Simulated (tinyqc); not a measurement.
## Trap density from the barrier height

Problem. In a partly depleted grain with all boundary traps filled, 2 N W = Qt and VB = q N W^2/(2 eps0 eps_r). Find Qt, W and the doping at which VB would equal Vt.

Parameters, values chosen for the exercise:
```
symbol  value  unit                meaning
T         250     K            temperature
eps_r    11.7        relative permittivity
```

Constants: q = 1.602176634e-19 C, kB = 1.380649e-23 J/K, Vt = kB T/q, eps0 = 8.8541878128e-14 F/cm where lengths are in cm. Results are converted to the units shown.

doping = 2.7e18 cm^-3
barrier height = 0.052197485 V

Solution. Eliminating W gives VB = q Qt^2/(8 eps0 eps_r N), which falls as 1/N.

Qt = 2.700e12 cm^-2
W = 5.000 nm
doping for VB = Vt = 6.542e18 cm^-3

Numbers from tinyqc (`OMP_NUM_THREADS=1 python tinyqc.py 2830273 2830274 out.jsonl`; about 0.01 s on one thread of a shared Intel Xeon 2.30GHz).
